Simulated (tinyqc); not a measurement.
From results back to parameters: metal-induced gap states at the contact of a metal chain and a two-band chain. Four cases, with inputs chosen for the exercise.

Problem. With gap states the barrier for electrons is phi = S (W - chi - p) + p, W being the work function of the metal, S the pinning factor and p the depth of the neutrality level below the conduction edge. The barriers for two metals come from hidden S and p, those of the chain and not of a measured contact.

Case 1.

Values chosen (out of a larger set: gap and optical dielectric constant near those of SiC; the chain itself is a model; not measured data): W1 = 4.01 eV (work function of metal 1); W2 = 5.55 eV (of metal 2); chi = 3.53 eV (electron affinity).

barriers (eV): metal 1 1.29900, metal 2 1.99816

Case 2.

Values chosen (out of a larger set: gap and optical dielectric constant near those of SiC; the chain itself is a model; not measured data): W1 = 4.14 eV (work function of metal 1); W2 = 5.67 eV (of metal 2); chi = 3.74 eV (electron affinity).

barriers (eV): metal 1 0.76900, metal 2 1.98535

Case 3.

Values chosen (out of a larger set: gap and optical dielectric constant near those of GaN; the chain itself is a model; not measured data): W1 = 4.17 eV (work function of metal 1); W2 = 5.25 eV (of metal 2); chi = 4.12 eV (electron affinity).

barriers (eV): metal 1 1.47324, metal 2 1.70868

Case 4.

Values chosen (out of a larger set: gap and optical dielectric constant near those of Si; the chain itself is a model; not measured data): W1 = 4.48 eV (work function of metal 1); W2 = 5.59 eV (of metal 2); chi = 4.06 eV (electron affinity).

barriers (eV): metal 1 0.55904, metal 2 0.70445

Find: S, p (eV).

Solution. The slope of the barrier against W is S; then p = (phi1 - S (W1 - chi))/(1 - S).

Case 1.

S, p (eV): 0.454  1.980

Case 2.

S, p (eV): 0.795  2.200

Case 3.

S, p (eV): 0.218  1.870

Case 4.

S, p (eV): 0.131  0.580

Computed by tinyqc, one run a case: `OMP_NUM_THREADS=1 python tinyqc.py N N+1 out.jsonl` with N = 1451963, 1452007, 1452020, 1452037; one thread of a shared Intel(R) Xeon(R) Processor @ 2.30GHz, about 0.01 s a run at most.
